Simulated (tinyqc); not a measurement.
Inside a calculation: virtual-crystal alloy in the empirical-pseudopotential method. Values are carried at full precision from step to step, so a last printed digit may differ when a step is redone from the rounded ones.

Virtual crystal A(1-x)B(x): a = (1 - x) a_A + x a_B. Rule linear: V = (1 - x) V_A + x V_B. Rule volume: V = [(1 - x) a_A^3 V_A + x a_B^3 V_B]/a^3, since a form factor is an atomic potential divided by the cell volume.

Constants: hbar^2/2m0 = 3.80998211 eV angstrom^2; Ry = 13.60569312 eV.

Inputs chosen for the exercise (classic local form factors of the size used for GaP (A) and InP (B), which place X and L only to a few tenths of an eV; not measured data): a = (5.436, 5.863) angstrom (lattice constants of A, B); VSA = (-0.216, 0.03, 0.072) Ry (symmetric form factors of A); VAA = (0.123, 0.071, 0.02) Ry (antisymmetric form factors of A); VSB = (-0.235, 0.009, 0.059) Ry (symmetric form factors of B); VAB = (0.072, 0.051, 0.01) Ry (antisymmetric form factors of B); rule = linear (mixing rule); x = 0.79 (fraction of B).

## The virtual crystal

Form a, the two weights and the form factors.

a = 5.7733 angstrom

weights of A and B: 0.21000  0.79000

VS at 3, 8, 11 (Ry): -0.23101  0.01341  0.06173

VA at 3, 4, 11 (Ry): 0.08271  0.05520  0.01210

## The six lowest plane waves at X

Empirical pseudopotential on the fcc lattice, atoms at +/- tau, tau = a (1,1,1)/8, no spin-orbit coupling. H(G,G') = c (2 pi/a)^2 |k + G|^2 delta + VS(q) cos(q.tau) + i VA(q) sin(q.tau), q = G - G', c = hbar^2/2m0; k and G in units of 2 pi/a; VS at |q|^2 = 3, 8, 11 and VA at 3, 4, 11, in rydberg, zero elsewhere. At each k the basis holds all G with |k + G|^2 up to 16; energies are counted from the fourth level at Gamma.

k = (1,0,0) with the small basis G = (0,0,0), (-2,0,0), (-1,1,1), (-1,-1,-1), (-1,1,-1), (-1,-1,1) in place of the full one.

H in this small basis (eV), lower triangle (Hermitian):
```
                  000           -200   -1+1+1  -1-1-1  -1+1-1  -1-1+1
000             4.513
-200          -0.751i          4.513
-1+1+1  -2.222+0.796i   2.222+0.796i    9.025
-1-1-1   2.222-0.796i  -2.222-0.796i   -0.182   9.025
-1+1-1  -2.222-0.796i  -2.222+0.796i  -0.751i  0.751i   9.025
-1-1+1  -2.222-0.796i  -2.222+0.796i  -0.751i  0.751i   0.182   9.025
```

## Levels in the small basis

Diagonalise; the gap between the fourth and fifth level is a first estimate of the direct gap at X.

levels (absolute scale of H) (eV): -0.617  4.042  8.843  8.843  11.931  12.084

gap = 3.088 eV

The full basis gives 4.334 eV for this gap.

## The lowest conduction band along Gamma-X and at L

Full basis at each k.

Levels (eV):
```
k           band 3  band 4  band 5  band 6
L           -0.805  -0.805   2.158   5.232
(0.00,0,0)   0.000   0.000   1.826   4.739
(0.20,0,0)  -0.294  -0.294   2.963   4.260
(0.40,0,0)  -0.900  -0.900   3.389   4.293
(0.60,0,0)  -1.490  -1.490   2.712   3.814
(0.70,0,0)  -1.708  -1.708   2.493   3.355
(0.80,0,0)  -1.866  -1.866   2.369   2.968
(0.85,0,0)  -1.921  -1.921   2.339   2.813
(0.90,0,0)  -1.962  -1.962   2.329   2.688
(1.00,0,0)  -1.995  -1.995   2.339   2.568
```

On these points band 5 is lowest at (0.00,0,0), 1.826 eV above the valence top: in this model the gap is direct, by a margin of 331 meV.

## Checks

- Fifth band at (0.85,0,0) against the equivalent point (0,0,-0.85), on the absolute scale of H (eV): both 10.2171.

Computed by tinyqc, a small Python program: `OMP_NUM_THREADS=1 python tinyqc.py 1050270 1050271 out.jsonl` (the numbers bound the seed that draws the inputs); one thread of a shared host (Intel(R) Xeon(R) Processor @ 2.30GHz), about 0.2 s for the whole set of steps.
